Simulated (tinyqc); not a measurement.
# Inductance and parasitic capacitance from two readings

Problem. A loss-free coil L in parallel with C shows the apparent inductance L/(1 - w^2 L C), w = 2 pi f. Find L, C and the self-resonance 1/(2 pi sqrt(L C)).

apparent inductance at 14 and 22 GHz (nH): [1.1415696, 1.9525386]

Answer. The inverse of the reading is 1/L - w^2 C, a straight line in w^2.

L = 0.890 nH
C = 32.0 fF
self-resonance = 29.8 GHz

Numbers from tinyqc (`OMP_NUM_THREADS=1 python tinyqc.py 2302171 2302172 out.jsonl`; about 0.01 s on one thread of a shared Intel Xeon 2.30GHz).
